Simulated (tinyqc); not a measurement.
Pillar capacitor in an array: capacitance, non-linearity, leakage and relaxation: one step of the calculation.

A film between two metal electrodes, each interface adding a series capacitance ci. The small-signal permittivity is ek (1 + aq E^2); the field is found with the linear permittivity. Leakage J = J0 sinh(E/Ef). After a voltage step the film passes a relaxation current kr C V tt^(-nr), tt being the time in seconds. The sidewall is a coaxial capacitor with radii a = dm/2 and b = dm/2 + t, depth AR dm; the end face is left out.

Task. Planar capacitance, field and non-linearity. Planar film: Cf = eps0 ek/t, 1/C = 1/Cf + 2/ci, EOT = 3.9 eps0/C, effective permittivity C t/eps0, E = (V/t) C/Cf; quadratic coefficient [C(V)/C - 1]/V^2 with Cf (1 + aq E^2) in C(V).

Parameters, values chosen for the exercise; permittivity of the order of that of tantalum oxide:

| symbol | value | unit | meaning |
|---|---|---|---|
| ek | 25.3 |  | relative permittivity of the film |
| t | 4.1 | nm | film thickness |
| ci | 170 | uF/cm^2 | capacitance of each electrode interface (dead layer and screening) |
| aq | 0.0087 | cm^2/MV^2 | quadratic field coefficient of the permittivity |
| V | 1.7 | V | bias |
| J0 | 3.9e-10 | A/cm^2 | leakage prefactor |
| Ef | 0.21 | MV/cm | field for an e-fold rise of the leakage |

Constants: eps0 = 8.8541878128e-14 F/cm where lengths are in cm. Results are converted to the units shown.

Wanted: Cf; C; EOT; effective permittivity; E; quadratic coefficient; J.

Result.

Cf = 5.464 uF/cm^2
C = 5.134 uF/cm^2
EOT = 0.6726 nm
effective permittivity = 23.77
E = 3.896 MV/cm
quadratic coefficient = 4.259e4 ppm/V^2
J = 0.02224 A/cm^2

The interfaces take 6.04 % of the voltage.

tinyqc, about 0.01 s, one thread, Intel Xeon 2.30GHz (shared host): `OMP_NUM_THREADS=1 python tinyqc.py 2102126 2102127 out.jsonl`
